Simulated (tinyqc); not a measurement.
## Lossy on-chip transmission line with skin effect: line properties against frequency

A uniform line in a homogeneous dielectric: c = sqrt(er)/(c0 Z0), l = Z0 sqrt(er)/c0 (c0 = 299792458 m/s), g = w c td, w = 2 pi f. The resistance joins its limits as r = sqrt(r_dc^2 + r_hf^2), with r_dc = rho/(wd th), r_hf = kr rho/(2 delta (wd + th)), delta = sqrt(rho/(pi f mu0)), mu0 = 4 pi 1e-7 H/m; this is an interpolation, and internal inductance, up to 0.05 nH/mm at low frequency, is neglected.

gamma = sqrt((r + i w l)(g + i w c)) = alpha + i beta, Zc = sqrt((r + i w l)/(g + i w c)), roots with positive real part; loss 8.685889638 alpha in dB; phase velocity w/beta. ZL = 1/(1/RL + i w CL); reflection (ZL - Zc)/(ZL + Zc); Zin = Zc (ZL + Zc tanh(gamma len))/(Zc + ZL tanh(gamma len)); H = V_load/V_source = [Zin/(Zin + Rg)]/[cosh(gamma len) + (Zc/ZL) sinh(gamma len)].

Values chosen for this exercise:

| symbol | value | unit | meaning |
|---|---|---|---|
| wd | 2.7 | um | width of the strip |
| th | 2.7 | um | thickness of the strip |
| rho | 2.9 | uohm cm | resistivity |
| er | 4.2 |  | relative permittivity |
| td | 0.02 |  | loss tangent |
| Z0 | 45 | ohm | lossless impedance sqrt(l/c) |
| kr | 2 |  | factor for crowding and the return path |
| len | 0.53 | mm | length |
| Rg | 25 | ohm | source resistance |
| RL | 100 | ohm | load resistance |
| CL | 20 | fF | load capacitance |

Result of one run:

| f (GHz) | r (ohm/mm) | r/(w l) | loss (dB/mm) | \|Zc\| (ohm) | phase velocity over c0 | length in wavelengths | \|H\| (dB) |
|---|---|---|---|---|---|---|---|
| 20 | 9.7133 | 0.25127 | 1.0055 | 45.689 | 0.48478 | 0.072936 | -1.9203 |

What becomes of these results when the frequency f is changed from 20 to 2 GHz, all else the same?

Result of the changed run:

| f (GHz) | r (ohm/mm) | r/(w l) | loss (dB/mm) | \|Zc\| (ohm) | phase velocity over c0 | length in wavelengths | \|H\| (dB) |
|---|---|---|---|---|---|---|---|
| 2 | 4.8659 | 1.2587 | 0.41981 | 57.051 | 0.42939 | 0.0082345 | -2.1146 |

The whole series:

| f (GHz) | r (ohm/mm) | r/(w l) | loss (dB/mm) | \|Zc\| (ohm) | phase velocity over c0 | length in wavelengths | \|H\| (dB) |
|---|---|---|---|---|---|---|---|
| 0.01 | 3.9830 | 206.07 | 0.038159 | 645.92 | 0.048434 | 3.6501e-4 | -2.0837 |
| 0.03 | 3.9928 | 68.859 | 0.065862 | 373.40 | 0.083375 | 6.3612e-4 | -2.0841 |
| 0.09 | 4.0222 | 23.122 | 0.11290 | 216.46 | 0.14179 | 0.0011222 | -2.0852 |
| 0.3 | 4.1234 | 7.1112 | 0.19903 | 120.58 | 0.24336 | 0.0021793 | -2.0892 |
| 0.8 | 4.3550 | 2.8164 | 0.30185 | 77.788 | 0.34796 | 0.0040646 | -2.0978 |
| 2 | 4.8659 | 1.2587 | 0.41981 | 57.051 | 0.42939 | 0.0082345 | -2.1146 |
| 7 | 6.5809 | 0.48640 | 0.64492 | 47.449 | 0.47591 | 0.026004 | -2.1346 |
| 20 | 9.7133 | 0.25127 | 1.0055 | 45.689 | 0.48478 | 0.072936 | -1.9203 |
| 60 | 15.855 | 0.13672 | 1.7511 | 45.204 | 0.48713 | 0.21775 | -1.4942 |

r equals w l at 2.65 GHz: below it |Zc| and the delay grow as in an RC line, above it |Zc| tends to Z0 = 45 ohm and the velocity to 1/sqrt(er) = 0.488 c0. The loss goes as f^(0.50) between the first two rows and f^(0.50) between the last two. |H| is -2.08 dB in the first row and -1.49 dB in the last; between rows it can pass through resonances that the table doesn't show.

Numbers from tinyqc (`OMP_NUM_THREADS=1 python tinyqc.py 2810184 2810185 out.jsonl`; about 0.01 s on one thread of a shared Intel Xeon 2.30GHz).
